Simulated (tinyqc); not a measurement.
Trading HF for NH4F at fixed fluoride: speciation in dilute and buffered hydrofluoric acid, oxide etch rate and bath loading. Computed by tinyqc, a small Python program. Command: `OMP_NUM_THREADS=1 python tinyqc.py 3121455 3121456 out.jsonl hfetch walk`. One thread of a shared host (Intel(R) Xeon(R) Processor @ 2.30GHz), about 0.01 s of CPU time with the checks.

Concentrations stand for activities, NH4+ and Cl- are spectators, and water ionisation is neglected. H, F and HF2 denote the ions H+, F- and HF2-. The base temperature is 298 K.

Inputs (values chosen for the exercise, of the order of those for thermal oxide at room temperature): HF added = 0.093 mol/L; NH4F added = 0 mol/L; K1 = [H][F]/[HF] = 0.000651 mol/L; K2 = [HF2]/([HF][F]) = 4.09 L/mol; K3 = [H2F2]/[HF]^2 = 0 L/mol; rate constant of neutral HF k_a = 16 nm L/(min mol); rate constant of HF2 k_b = 53 nm L/(min mol).

Method:
- Fluoride balance: [HF] + [F] + 2 [HF2] + 2 [H2F2] = HF added + NH4F added. Acid balance: [H] + [HF] + [HF2] + 2 [H2F2] = HF added + HCl added. For a trial [H], [HF] = [H][F]/K1, and the fluoride balance is a quadratic in [F].
- Rate = k_a ([HF] + 2 [H2F2]) + k_b [HF2], an empirical two-term form.
- Total fluoride is held at HF + NH4F added, without HCl; x is the share added as HF.

Against x:
```
x         pH  [F] (mol/L)  [HF] (mol/L)  [HF2] (mol/L)  rate (nm/min)
0.05  4.5941     0.087160      0.003409      0.0012153         0.1190
0.15  4.0420     0.075859      0.010577      0.0032818         0.3432
0.30  3.6172     0.059899      0.022216      0.0054426         0.6439
0.40  3.3999     0.049955      0.030558      0.0062435         0.8198
0.50  3.2001     0.040599      0.039337      0.0065319         0.9756
0.60  3.0042     0.031870      0.048489      0.0063205         1.1108
0.75  2.6937     0.020124      0.062575      0.0051504         1.2742
0.90  2.3338     0.010639      0.075767      0.0032969         1.3870
1.00  2.0722     0.006334      0.082397      0.0021346         1.4315
```

What follows from these numbers?

[HF2] is largest at x = 0.5 and the rate at x = 1 among these rows; HF2 needs both HF and F.

Extremes, crossings and ranges named in words are read from the listed rows.
